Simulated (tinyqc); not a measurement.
CMOS inverter, nodal equation and switching: one step of the calculation.

An n-channel pull-down (bn, VTn) and a p-channel pull-up (bp, VTp) share the input Vin and the output node Vout, which carries the load C. Transistor (EKV form, voltages against the body): I = 2 n b Vt^2 [F(vp - Vs) - F(vp - Vd)] from drain to source, F(v) = ln^2(1 + exp(v/(2 Vt))), vp = (Vg - VT + sg |Vd - Vs|)/n. n-channel bodies are at 0; for the p-channel device all voltages are counted down from Vdd. b in uA/V^2 gives I in uA. Static: In = Ip. Transient: C dVout/dt = Ip - In. No velocity saturation, no gate capacitance beyond C.

Problem. Switching point and noise margins. VM solves In = Ip with Vin = Vout. VIL and VIH are the inputs at which the gain is -1; NML = VIL - Vout(VIH), NMH = Vout(VIL) - VIH.

Values chosen for this exercise: temperature T = 293 K; supply voltage Vdd = 0.5 V; slope factor n = 1.16; drain-induced barrier lowering sg = 0.082; n-channel threshold VTn = 0.26 V; p-channel threshold (magnitude) VTp = 0.29 V; gain factor of the pull-down transistor bn = 530 uA/V^2; gain factor of the pull-up transistor bp = 1100 uA/V^2.

Constants: q = 1.602176634e-19 C, kB = 1.380649e-23 J/K, Vt = kB T/q. Results are converted to the units shown.

Give: VM; gain at VM; VIL; VIH; NML; NMH.

Solution.

VM = 0.2496 V
gain at VM = -12.17
VIL = 0.2130 V
VIH = 0.2872 V
NML = 0.1941 V
NMH = 0.1949 V

VM lies 0.38 mV below Vdd/2, and the high margin is the larger one. With both transistors saturated the size of the gain tends to 1/sg = 12.2; here it is 0.19 % below that.

Numbers from tinyqc (`OMP_NUM_THREADS=1 python tinyqc.py 2340055 2340056 out.jsonl`; about 0.04 s on one thread of a shared Intel Xeon 2.30GHz).
